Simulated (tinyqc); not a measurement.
Plane-wave Kohn-Sham cycle with exchange-only LDA in a layered model solid, step by step. Computed by tinyqc, a small Python program that keeps every step. Settings: points = 16, plane-wave index or count = 2, electrons = 2, k points = 1, area = 38.0, mixing = 0.1, iteration cap = 80. Command: `OMP_NUM_THREADS=1 python tinyqc.py 25175 25176 out.jsonl` (the two numbers bound the seeds that draw the settings). One thread of a shared host (Intel(R) Xeon(R) Processor @ 2.60GHz), about 0.03 s of CPU time with the checks. Later iterations appear only in the table of the cycle.

## Iteration 1: potential

A solid whose potential varies along x alone (atomic units):
```
parameter                      value
period a                   16.100000
cross-section of the cell  38.000000
electrons per cell                 2
grid points                       16
plane waves -n..n, n               2
k points                           1
V1 in V1 cos(2 pi x/a)     -0.230000
```

density at the start, on the grid x_j = j a/N (e/bohr^3): [0.003269, 0.003269, 0.003269, 0.003269, 0.003269, 0.003269, 0.003269, 0.003269, 0.003269, 0.003269, 0.003269, 0.003269, 0.003269, 0.003269, 0.003269, 0.003269]

V_H(G) = 4 pi rho(G)/G^2 for G != 0 (uniform background); v_x = -(3 rho/pi)^(1/3); V = V_ext + V_H + v_x; Fourier components f(G_m) = (1/N) sum_j f(x_j) exp(-i G_m x_j).

Potentials on the grid (hartree):
```
x          V_ext     V_H      v_x        V
0.0000   -0.2300  0.0000  -0.1461  -0.3761
1.0063   -0.2125  0.0000  -0.1461  -0.3586
2.0125   -0.1626  0.0000  -0.1461  -0.3088
3.0187   -0.0880  0.0000  -0.1461  -0.2342
4.0250         0  0.0000  -0.1461  -0.1461
5.0312    0.0880  0.0000  -0.1461  -0.0581
6.0375    0.1626  0.0000  -0.1461   0.0165
7.0438    0.2125  0.0000  -0.1461   0.0663
8.0500    0.2300  0.0000  -0.1461   0.0839
9.0563    0.2125  0.0000  -0.1461   0.0663
10.0625   0.1626  0.0000  -0.1461   0.0165
11.0687   0.0880  0.0000  -0.1461  -0.0581
12.0750        0  0.0000  -0.1461  -0.1461
13.0813  -0.0880  0.0000  -0.1461  -0.2342
14.0875  -0.1626  0.0000  -0.1461  -0.3088
15.0938  -0.2125  0.0000  -0.1461  -0.3586
```

V(G_m), m = 0, 1, 2, ... (hartree): [-0.1461, -0.1150, 0.0000, 0.0000, 0.0000]

## Iteration 1: Hamiltonian at one k

k = 0.0000 2 pi / a

H(m,m') = (k + G_m)^2/2 delta + V(G_m - G_m'), with V(-G) = V(G).

H (hartree), order -2, -1, +0, +1, +2:
$$\begin{pmatrix}
0.1585 & -0.1150 & 0.0000 & 0.0000 & 0.0000 \\
-0.1150 & -0.0700 & -0.1150 & 0.0000 & 0.0000 \\
0.0000 & -0.1150 & -0.1461 & -0.1150 & 0.0000 \\
0.0000 & 0.0000 & -0.1150 & -0.0700 & -0.1150 \\
0.0000 & 0.0000 & 0.0000 & -0.1150 & 0.1585
\end{pmatrix}$$

## Iteration 1: levels at that k

Diagonalise the Hermitian matrix.

eigenvalues (hartree): [-0.2872, -0.1179, 0.0101, 0.2063, 0.2194]

## Iteration 1: new density

Motion across x is left out: the lowest 1 band(s) hold two electrons at each of the k points (j + 1/2)/nk - 1/2. Residual R = rho(out) - rho(in); rho(new) = rho(in) + 0.1 R. rho(out) = 2/(a A nk) sum |psi|^2 with psi = sum c exp(i G x). Harris energy E = band energy - dV sum rho (V_H/2 + v_x) + (3/4) dV sum rho v_x with rho(in), dV = a A/N, band energy = (2/nk) sum of the filled levels.

rho(out) (e/bohr^3): [0.011730, 0.010076, 0.006324, 0.002814, 0.000847, 0.000171, 0.000032, 0.000015, 0.000015, 0.000015, 0.000032, 0.000171, 0.000847, 0.002814, 0.006324, 0.010076]

density after iteration 1 (e/bohr^3): [0.004115, 0.003950, 0.003575, 0.003224, 0.003027, 0.002959, 0.002945, 0.002944, 0.002944, 0.002944, 0.002945, 0.002959, 0.003027, 0.003224, 0.003575, 0.003950]

energy per cell = -0.501321 hartree

## Iteration 2: potential

As before.

Potentials on the grid (hartree):
```
x          V_ext      V_H      v_x        V
0.0000   -0.2300   0.0484  -0.1578  -0.3394
1.0063   -0.2125   0.0432  -0.1557  -0.3250
2.0125   -0.1626   0.0296  -0.1506  -0.2836
3.0187   -0.0880   0.0120  -0.1455  -0.2215
4.0250         0  -0.0051  -0.1424  -0.1476
5.0312    0.0880  -0.0193  -0.1414  -0.0727
6.0375    0.1626  -0.0297  -0.1412  -0.0082
7.0438    0.2125  -0.0359  -0.1411   0.0355
8.0500    0.2300  -0.0379  -0.1411   0.0509
9.0563    0.2125  -0.0359  -0.1411   0.0355
10.0625   0.1626  -0.0297  -0.1412  -0.0082
11.0687   0.0880  -0.0193  -0.1414  -0.0727
12.0750        0  -0.0051  -0.1424  -0.1476
13.0813  -0.0880   0.0120  -0.1455  -0.2215
14.0875  -0.1626   0.0296  -0.1506  -0.2836
15.0938  -0.2125   0.0432  -0.1557  -0.3250
```

V(G_m), m = 0, 1, 2, ... (hartree): [-0.1459, -0.0975, 0.0008, -0.0001, 0.0000]

## Iteration 2: Hamiltonian at one k

k = 0.0000 2 pi / a

As before.

H (hartree), order -2, -1, +0, +1, +2:
$$\begin{pmatrix}
0.1587 & -0.0975 & 0.0008 & -0.0001 & 0.0000 \\
-0.0975 & -0.0698 & -0.0975 & 0.0008 & -0.0001 \\
0.0008 & -0.0975 & -0.1459 & -0.0975 & 0.0008 \\
-0.0001 & 0.0008 & -0.0975 & -0.0698 & -0.0975 \\
0.0000 & -0.0001 & 0.0008 & -0.0975 & 0.1587
\end{pmatrix}$$

## Iteration 2: levels at that k

As before.

eigenvalues (hartree): [-0.2591, -0.1064, 0.0000, 0.1945, 0.2029]

## Iteration 2: new density

As before.

rho(out) (e/bohr^3): [0.011281, 0.009785, 0.006341, 0.003011, 0.001024, 0.000255, 0.000060, 0.000025, 0.000021, 0.000025, 0.000060, 0.000255, 0.001024, 0.003011, 0.006341, 0.009785]

density after iteration 2 (e/bohr^3): [0.004832, 0.004533, 0.003851, 0.003202, 0.002827, 0.002689, 0.002657, 0.002652, 0.002651, 0.002652, 0.002657, 0.002689, 0.002827, 0.003202, 0.003851, 0.004533]

energy per cell = -0.448341 hartree

## Convergence

Stop when sqrt(dV sum R^2) is below 1e-8, dV = a A/N.

Course of the cycle:
```
iteration  E (hartree)  norm of the residual
1            -0.501321              1.01e-01
2            -0.448341              8.74e-02
3            -0.407453              7.45e-02
4            -0.376934              6.23e-02
5            -0.355071              5.09e-02
6            -0.340227              4.03e-02
7            -0.330828              3.09e-02
8            -0.325365              2.29e-02
9            -0.322475              1.68e-02
10           -0.321078              1.26e-02
11           -0.320449              9.97e-03
...                ...                   ...
70           -0.319899              1.47e-05
71           -0.319899              1.32e-05
72           -0.319899              1.18e-05
73           -0.319899              1.06e-05
74           -0.319899              9.48e-06
75           -0.319899              8.49e-06
76           -0.319899              7.61e-06
77           -0.319899              6.81e-06
78           -0.319899              6.10e-06
79           -0.319899              5.47e-06
80           -0.319899              4.90e-06
```

Not converged within 80 iterations: the residual falls steadily but slowly, by a factor of about 0.90 a step. Reruns (cap 100 unless said): mixing 0.5, Kerker q0 1.0: converged in 95 (E = -0.31990); mixing 0.3, Pulay depth 5: converged in 14 (E = -0.31990); the original settings with a cap of 400: converged in 137 (E = -0.31990).
